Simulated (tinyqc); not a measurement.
Inside a calculation. Model: four-point probe, van der Pauw, Hall and spreading-resistance readings of a semiconductor layer. Computed by tinyqc, a small Python program that keeps every step. Command: `OMP_NUM_THREADS=1 python tinyqc.py 3110825 3110826 out.jsonl probe walk`. One thread of a shared host (Intel(R) Xeon(R) Processor @ 2.30GHz), about 0.01 s of CPU time with the checks. Intermediate numbers are printed to about 5 digits and carried at full precision; extremes and crossings named in words are read from the listed rows.

The layer is uniform and ohmic; contacts are points unless a radius is given.

Inputs (values chosen for the exercise, modelled on n-type silicon):
```
quantity                                        value        unit
carrier density n                             3.5e+18      1/cm^3
drift mobility mu                                 138  cm^2/(V s)
layer thickness t                                 740  micrometre
probe spacing s                                 0.635          mm
current I                                        0.07          mA
side ratio a/b of the van der Pauw rectangle      2.5           -
magnetic field B                                 0.73           T
Hall factor r_H                                     1           -
wafer diameter over spacing D/s                   110           -
```

Backing of the layer: insulating.

Constants: e = 1.602176634e-19 C.

## Resistivity and sheet resistance

rho = 1/(e n mu); R_s = rho/t.

resistivity rho = 0.012922 ohm cm

sheet resistance R_s = 0.17463 ohm/square

## Four-point voltage

Collinear probes with equal spacing on a layer with insulating backing: images at depth 2 m t give V = (rho I/(2 pi s)) G, G = 1 + 4 sum_(m>=1) [1/sqrt(1 + (2 m u)^2) - 1/sqrt(4 + (2 m u)^2)], u = t/s; the sum runs to m = 20000, with the tail 3/(32 u^3 M^2) added to the sum for M = 20000. Limits: thick, rho = 2 pi s V/I; thin on an insulator, rho = (pi/ln 2) t V/I.

t/s = 1.1654

G = 1.3599

voltage V = 0.0030832 mV

rho by the thick formula = 0.017574 ohm cm

rho by the thin formula = 0.014773 ohm cm

The thick formula is off by +36.0 % and the thin one by +14.3 %.

## Thickness correction

The last two columns give rho(formula)/rho for rho = 2 pi s V/I and rho = (pi/ln 2) t V/I.

Correction against t/s:
```
t/s       G  thick formula  thin formula
0.1  13.863         13.863        1.0000
0.2   6.931          6.931        1.0000
0.3   4.621          4.621        1.0000
0.5   2.780          2.780        1.0026
0.7   2.017          2.017        1.0187
1.0   1.504          1.504        1.0852
1.5   1.197          1.197        1.2955
2.0   1.094          1.094        1.5781
3.0   1.031          1.031        2.2304
5.0   1.007          1.007        3.6319
```

The thin formula holds to 1 % up to t/s = 0.5 and the thick one holds to 1 % from t/s = 5.

## Finite wafer

For a thin circular wafer probed at its centre, R_s = C V/I with C = pi/(ln 2 + ln[((D/s)^2 + 3)/((D/s)^2 - 3)]).

factor C = 4.5291

error if pi/ln 2 is used = 0.071539 %

## The two van der Pauw resistances

Thin rectangle with point contacts at the corners; for R_B current and voltage contacts lie along the two sides of length a, for R_A along those of length b: exp(-pi R_A/R_s) = (theta_4/theta_3)^4, exp(-pi R_B/R_s) = (theta_2/theta_3)^4 with q = exp(-pi a/b), theta_2 = 2 sum_(m>=0) q^((m + 1/2)^2), theta_3 = 1 + 2 sum_(m>=1) q^(m^2), theta_4 = 1 + 2 sum_(m>=1) (-1)^m q^(m^2).

R_A = 3.4526e-04 ohm

R_B = 0.28262 ohm

ratio R_B/R_A = 818.59

## Solving the van der Pauw equation

Solve exp(-pi z R_A) + exp(-pi z R_B) = 1 for z = 1/R_s by seven Newton steps from z = 2 ln 2/(pi (R_A + R_B)); f = R_s 2 ln 2/(pi (R_A + R_B)).

Steps:
```
step  1/z (ohm)  left side less 1
0       0.64126        2.4873e-01
1       0.37416        9.0302e-02
2       0.26668        3.1753e-02
3       0.21206        1.0090e-02
4       0.18490        2.3646e-03
5       0.17572        2.3806e-04
6       0.17464        3.0993e-06
```

R_s found = 0.17463 ohm/square

correction f = 0.27232

Averaging R_A and R_B without f would overstate R_s by 267.2 %.

## Hall reading

V_H = r_H I B/(e n t); apparent density n/r_H; Hall mobility r_H mu; Hall angle tan = r_H mu B (SI).

Hall voltage = 1.2314e-04 mV

apparent density = 3.50e+18 1/cm^3

Hall mobility = 138 cm^2/(V s)

tangent of the Hall angle = 0.010074

Checks made by the program: thin limit of G, 2 ln 2/u at u = 0.02 (relative difference below 1e-10); R_s recovered (relative difference 1e-08).
